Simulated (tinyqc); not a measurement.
Temperature and isotope dependence of a band gap in oscillator models: one step. Isotope effect. Three cases, with inputs chosen for the exercise.

Task: With M -> M + dM the oscillator temperatures scale as M^(-1/2) and the slopes stay. Give th, ZP, E0 (static gap fixed) and E(T) for the new mass, and the linear rule dE0 = ZP dM/(2 M).

E(T) = E0 - sum_i sl_i th_i n_i(T), n = 1/(exp(th/T) - 1). The same coupling lowers the gap at 0 K by the zero-point term ZP = sum_i sl_i th_i/2, so the gap of the static lattice is E0 + ZP. Thermal expansion is taken as part of the slopes.

Case 1.

Values chosen (near those of GaAs; shifted at random, so the results belong to these values and not to a real crystal): E0 = 1.512 eV (gap at 0 K); th = (92, 300) K (temperatures of two oscillators); sl = (0.1613, 0.2997) meV/K (their high-temperature slopes); T = 50 K (temperature); M = 72.18 u (mean atomic mass); dM = 1.34 u (change of the mean mass (not bounded by the natural isotopes)).

Case 2.

Values chosen (near those of AlN; shifted at random, so the results belong to these values and not to a real crystal): E0 = 6.05 eV (gap at 0 K); th = (368, 949) K (temperatures of two oscillators); sl = (0.1375, 0.6715) meV/K (their high-temperature slopes); T = 200 K (temperature); M = 20.51 u (mean atomic mass); dM = -1.13 u (change of the mean mass (not bounded by the natural isotopes)).

Case 3.

Values chosen (near those of InAs; shifted at random, so the results belong to these values and not to a real crystal): E0 = 0.417 eV (gap at 0 K); th = (71, 197) K (temperatures of two oscillators); sl = (0.0435, 0.2285) meV/K (their high-temperature slopes); T = 300 K (temperature); M = 94.84 u (mean atomic mass); dM = -1.26 u (change of the mean mass (not bounded by the natural isotopes)).

Give: th; ZP; shift of E0; linear rule; shift of E(T).

Result:

Case 1.

th (K): [91.16, 297.25]

ZP = 51.895 meV
shift of E0 = 0.479 meV
linear rule = 0.486 meV
shift of E(T) = 0.438 meV

The heavier crystal has the wider gap. At 50 K 91 % of the shift at 0 K is left; it fades at high T, where the motion is classical and the mean-square amplitude no longer depends on mass.

Case 2.

th (K): [378.58, 976.27]

ZP = 353.811 meV
shift of E0 = -9.885 meV
linear rule = -9.474 meV
shift of E(T) = -8.985 meV

The lighter crystal has the narrower gap. At 200 K 91 % of the shift at 0 K is left; it fades at high T, where the motion is classical and the mean-square amplitude no longer depends on mass.

Case 3.

th (K): [71.48, 198.32]

ZP = 24.213 meV
shift of E0 = -0.161 meV
linear rule = -0.160 meV
shift of E(T) = -0.034 meV

The lighter crystal has the narrower gap. At 300 K 21 % of the shift at 0 K is left; it fades at high T, where the motion is classical and the mean-square amplitude no longer depends on mass.

Computed by tinyqc, one run a case: `OMP_NUM_THREADS=1 python tinyqc.py N N+1 out.jsonl` with N = 1850929, 1851179, 1851195; one thread of a shared Intel(R) Xeon(R) Processor @ 2.30GHz, about 0.01 s a run at most.
